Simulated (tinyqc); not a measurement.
## Octagonal on-chip spiral inductor, lumped pi model: effect of the number of turns

Outer diameter do = di + 2 n wd + 2 (n - 1) sp, mean da = (do + di)/2, fill p = (do - di)/(do + di), length l = 3.314 n da. L = 2.25 mu0 n^2 da/(1 + 3.55 p), mu0 = 4 pi 1e-7 H/m. Rs = rho l/(wd delta (1 - exp(-th/delta))), delta = sqrt(rho/(pi f mu0)). Cs = n wd^2 eps0 eo/hu across the coil. At each end Cox = l wd eps0 eo/(2 ho) leads to the substrate branch Rsi = 2 rs he/(l wd) in parallel with Csi = l wd eps0 11.7/(2 he). With one end grounded Y = 1/(Rs + i w L) + i w Cs + 1/[1/(i w Cox) + 1/(1/Rsi + i w Csi)], w = 2 pi f; Q = -Im Y/Re Y. Eddy currents in neighbouring turns and in the substrate are left out.

Peak Q and its frequency from a search over f; self-resonance where Im Y = 0; Q at the given f (negative beyond resonance).

Inputs (values chosen for the exercise); values of the order met in silicon radio-frequency processes:

| symbol | value | unit | meaning |
|---|---|---|---|
| wd | 20 | um | line width |
| sp | 3 | um | space between turns |
| di | 80 | um | inner diameter |
| th | 3 | um | metal thickness |
| rho | 2.2 | uohm cm | metal resistivity |
| ho | 4.2 | um | oxide below the coil |
| hu | 1.3 | um | oxide between coil and underpass |
| eo | 3 |  | relative permittivity of the oxide |
| rs | 100 | ohm cm | substrate resistivity |
| he | 50 | um | effective spreading depth in the substrate |
| f | 2.6 | GHz | frequency |

Constants: eps0 = 8.8541878128e-12 F/m. Results are converted to the units shown.

Result of one run:
```
L (nH)  do (um)  peak Q  f of the peak (GHz)  self-resonance (GHz)  Q at f
0.3542    143.0   30.78                22.25                 58.48   12.03
```

Which number of turns n gave this result: 1.5, 5.5, 6.5 or 8.5?

n = 1.5.

The whole series:
```
n    L (nH)  do (um)  peak Q  f of the peak (GHz)  self-resonance (GHz)  Q at f
1.5  0.3542    143.0   30.78                22.25                 58.48   12.03
2.5  0.9747    189.0   24.59                8.783                 26.20   15.88
3.5   1.986    235.0   19.72                4.469                 14.93   17.56
4.5   3.472    281.0   15.96                2.593                 9.609   15.96
5.5   5.518    327.0   13.12                1.631                 6.662   11.60
6.5   8.209    373.0   11.02                1.084                 4.858   6.778
8.5   15.87    465.0   8.418               0.5500                 2.856  0.6712
```

As n goes from 1.5 to 8.5, L rises from 0.354 to 15.9 nH, the peak Q falls from 30.8 to 8.42, its frequency falls from 22.2 to 0.550 GHz and the self-resonance falls from 58.5 to 2.86 GHz.

Computed by the program tinyqc: `OMP_NUM_THREADS=1 python tinyqc.py 2302131 2302132 out.jsonl`, one thread of a shared Intel Xeon 2.30GHz, about 0.01 s for the whole run.
